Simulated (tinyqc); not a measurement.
Thermodynamics of metal silicides: hull, first phase, silicon consumed, nucleation and stability against SiO2: one step, computed by the program tinyqc. Command: `OMP_NUM_THREADS=1 python tinyqc.py 3008585 3008586 out.jsonl silphase walk`. One thread of a shared host (Intel(R) Xeon(R) Processor @ 2.30GHz), about 0.01 s of CPU time with the checks.

Entropies of formation of the solids are neglected, so heats stand for free energies. Si fractions: M2Si 0.3333, MSi 0.5000, MSi2 0.6667.

Task: Which phases are stable. A phase is stable if it lies below every straight line between a phase on its left and one on its right (M and Si at zero). Distance = its heat less the lowest such line, negative for a stable phase.

Inputs (values chosen for the exercise, for a model metal): heat of formation of M2Si = -52.8 kJ/mol atoms; heat of formation of MSi = -62.2 kJ/mol atoms; heat of formation of MSi2 = -28.5 kJ/mol atoms.

Phases: M2Si, MSi, MSi2.

Give: distance to the lowest tie line.

Result:

distance to the lowest tie line (kJ/mol atoms): M2Si -11.333, MSi -21.550, MSi2 12.967

Unstable against decomposition into neighbours: MSi2.
